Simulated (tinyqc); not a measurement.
## Trap density from the capacitance step

Inverse problem. A junction with shallow donors Nd and a deep trap has C_HF = eps0 eps_r/W and C_LF = eps0 eps_r (Nd + Nt)/(Nd W + Nt xt), xt = W - lam. Find W, xt and Nt.

Values chosen for this exercise:
```
symbol,value,unit,meaning
eps_r,9.81,,relative permittivity
Nd,7.7e14,cm^-3,shallow donor density
```

Constants: eps0 = 8.8541878128e-14 F/cm where lengths are in cm. Results are converted to the units shown.

C_HF = 6.7579065 nF/cm^2
C_LF = 6.8473018 nF/cm^2
lam = 478.23980 nm

Answer. C_HF gives W. With y = C_LF/C_HF, Nt/Nd = (y - 1)/(1 - y xt/W).

W = 1.29e3 nm
xt = 807 nm
Nt = 2.80e13 cm^-3

Numbers from tinyqc (`OMP_NUM_THREADS=1 python tinyqc.py 2050089 2050090 out.jsonl`; about 0.01 s on one thread of a shared Intel Xeon 2.30GHz).
